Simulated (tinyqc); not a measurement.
Ratio and sensitivities against delay: time-domain thermoreflectance: layered heat flow under a modulated pulse train, and what the signal ratio measures. Computed by tinyqc, a small Python program. Command: `OMP_NUM_THREADS=1 python tinyqc.py 3112623 3112624 out.jsonl tdtr walk`. One thread of a shared host (Intel(R) Xeon(R) Processor @ 2.30GHz), about 0.2 s of CPU time with the checks.

Pulses repeat at 80 MHz; heat is laid down at the surface, all layers are isotropic, and the film is in perfect contact with the substrate.

Inputs (values chosen for the exercise, modelled on aluminium on silica): metal thickness d = 120 nm; metal conductivity = 140 W/(m K); metal heat capacity = 2.42 MJ/(m^3 K); boundary conductance G under the metal = 43 MW/(m^2 K); film thickness = 49 nm; film conductivity = 2.2 W/(m K); film heat capacity = 2.7 MJ/(m^3 K); substrate conductivity kappa = 1.42 W/(m K); substrate heat capacity C = 1.65 MJ/(m^3 K); modulation frequency f = 2 MHz; spot radius w (1/e^2, pump and probe) = 8.1 micrometre.

Stack: metal, film, substrate.

Method:
- For radial wave number k and angular frequency W each layer has u = sqrt(4 pi^2 k^2 + i W C/kappa) and gamma = kappa u. Surface impedance from below: Z = 1/gamma for the substrate; a layer of thickness L maps Z to (Z + tanh(u L)/gamma)/(1 + gamma Z tanh(u L)); a boundary adds 1/G.
- Response per absorbed watt H(W) = 2 pi int_0^(2/w) Z(k, W) exp(-pi^2 k^2 w^2) k dk by 20 Gauss-Legendre points.
- Signal: X + iY = sum_(m = -M..M) H(2 pi (f + m f_r)) exp(i 2 pi m f_r t) exp(-pi (m/M)^2 x 4), f_r = 80 MHz, M = 4000, with H(-W) the complex conjugate of H(W); V_in = X, V_out = Y, ratio = -V_in/V_out.
- Sensitivity S = ln(ratio'/ratio)/ln(1.01) for a rise of one input by 1 %.

Ratio and sensitivities:
```
t (ps)    ratio  S to kappa     S to G    S to d   S to C    S to w  S to film conductivity
100     0.94302     0.26051  -0.030576  -0.30312  0.25838  -0.30058               -0.012275
200     0.91721     0.26083  -0.037093  -0.43607  0.25865  -0.30234               -0.014063
400     0.90088     0.26100  -0.045989  -0.42968  0.25879  -0.30306               -0.016039
800     0.87232     0.26138  -0.058972  -0.40810  0.25911  -0.30438               -0.020426
1500    0.82896     0.26212  -0.074161  -0.37706  0.25974  -0.30676               -0.028043
2500    0.77626     0.26304  -0.087180  -0.34270  0.26052  -0.31047               -0.037272
4000    0.71024     0.26387  -0.096907  -0.30548  0.26114  -0.31691               -0.047403
```

The largest sensitivity in size at 100 ps is to d (-0.30). kappa and C enter almost alike, through the effusivity. At 400 ps an error of 3 % in d passes on as 5 % in kappa.

Extremes, crossings and ranges named in words are read from the listed rows.
